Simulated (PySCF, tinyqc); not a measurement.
Worked calculation: CIS on RHF in the sto-3g basis, frozen core, for Be, spin multiplicity 1. The lowest restricted solution is unstable here: a spin-polarised one lies 0.0012 hartree lower (PySCF). One step of it, computed by the program tinyqc.

Question. CIS matrix, singlets. A(ia,jb) = (e_a - e_i) d_ij d_ab + 2 (ia|jb) - (ij|ab).

orbital energies (hartree): MO1 -4.483992, MO2 -0.254038, MO3 0.221086, MO4 0.221086, MO5 0.221086

Two-electron integrals over orbitals (pq|rs), unique and non-zero (hartree); the lowest 1 orbital is frozen and left out:
```
p,q,r,s,(pq|rs)
2,2,2,2,0.404138
3,2,3,2,0.086809
3,3,2,2,0.409597
3,3,3,3,0.449859
4,2,4,2,0.086809
4,3,4,3,0.024249
4,4,2,2,0.409597
4,4,3,3,0.401360
4,4,4,4,0.449859
5,2,5,2,0.086809
5,3,5,3,0.024249
5,4,5,4,0.024249
5,5,2,2,0.409597
5,5,3,3,0.401360
5,5,4,4,0.401360
5,5,5,5,0.449859
```

Give: CIS matrix A, singlet.

Answer.

CIS matrix A, singlet (hartree), lower triangle:
```
,2>3,2>4,2>5
2>3,0.239
2>4,0.000,0.239
2>5,0.000,0.000,0.239
```
